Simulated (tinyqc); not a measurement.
# Donor or exciton in a quantum well (variational effective-mass method), step by step

A worked calculation. Computed by tinyqc, a small Python program that keeps every step. Command: `OMP_NUM_THREADS=1 python tinyqc.py 3017015 3017016 out.jsonl welldonor walk`. One thread of a shared host (Intel(R) Xeon(R) Processor @ 2.30GHz), about 0.05 s of CPU time with the checks. Intermediate numbers are printed to about 7 digits and carried at full precision; extremes and crossings named in words are read from the listed rows.

H = -nabla^2 - 2/|r - r_i| + V(z) in effective units; trial function psi = f(z) exp(-|r - r_i|/lambda), f the ground state of the well. Mass and screening are the same in well and barrier; l = L/a* is the width in effective units. Bands are flat: no polarisation or applied field.

Inputs (values chosen for the exercise, modelled on GaAs):
```
quantity                               value  unit
electron mass m                       0.0676   m_0
dielectric constant eps                 13.3     -
well width L                               5    nm
trial radius lambda                      0.5    a*
donor position z_i/L from the centre     0.4     -
```

Centre: donor. Barriers: infinite.

Constants: Ry = 13.605693123 eV; a_0 = 0.529177210903 angstrom; hbar^2/(2 m_0) = 3.80998212 eV angstrom^2.

## Effective units

Ry* = Ry m/eps^2, a* = a_0 eps/m; l = L/a*.

mass used = 0.0676 m_0

Ry* = 5.199530 meV

a* = 10.41133 nm

l = 0.4802462

Caution: so narrow a well has large confinement energy, where non-parabolicity and barrier penetration matter.

## The subband

k = pi/l; f = cos(k z) inside and zero outside; subband energy k^2 Ry*.

k = 6.541630 1/a*

subband energy = 222.5031 meV

## Binding at the trial radius

Binding E_b(lambda) = -1/lambda^2 + 4 A/(lambda B), with A = int f^2 exp(-2 s/lambda) dz, B = int f^2 exp(-2 s/lambda)(1 + 2 s/lambda) dz and s = |z - z_i|; 40 Gauss-Legendre points on each piece between the walls at z = -l/2 and l/2 and z_i.

A = 0.1180866 a*

B = 0.1950003 a*

E_b(lambda) = 0.8445686 Ry*

## Best radius

Golden-section search for the maximum over lambda from 0.3 to 4, 40 steps.

best lambda = 0.9227435 a*

binding in Ry* = 1.962719

binding energy = 10.20522 meV

radius lambda a* = 9.606984 nm

Confinement changes the binding by a factor 1.963 against the bulk value (limits: 4 in two dimensions, 1 inside a wide well).

## Binding against well width

Each row maximises over lambda (golden section, 0.3 to 4).

Against width:
```
L (nm)  lambda (a*)  binding (Ry*)  binding (meV)
0.75       0.597929       3.314661       17.23468
1.50       0.674711       2.891868       15.03635
2.80       0.781983       2.424135       12.60436
5.00       0.922744       1.962719       10.20522
9.00       1.110053       1.519636        7.90139
16.00      1.327212       1.147507        5.96650
```

The binding is largest in the narrowest well, 3.315 Ry* at 0.75 nm, on the way to 4. In the widest well it is 1.148 Ry*. In the narrow rows the confinement energy passes real barrier heights: infinite walls and a parabolic band fail, and with real barriers the binding peaks and falls.

## Binding against position

The formulas are those given above.

Against position:
```
z_i/L  lambda (a*)  binding (Ry*)  binding (meV)
0.0       0.691635       2.781831       14.46422
0.1       0.707786       2.699309       14.03514
0.2       0.755864       2.484894       12.92028
0.3       0.831603       2.215598       11.52007
0.4       0.922744       1.962719       10.20522
0.5       1.013779       1.758533        9.14354
```

From the centre to the wall the binding falls from 14.464 to 9.144 meV, 63 % of the centre value, since the walls keep the electron away from an off-centre ion; uniform doping thus gives a band of levels 5.321 meV wide, with a peak in its density at the centre value, where the slope vanishes.

Checks made by the program: the two-dimensional limit, 4 Ry* (relative difference 2e-03).
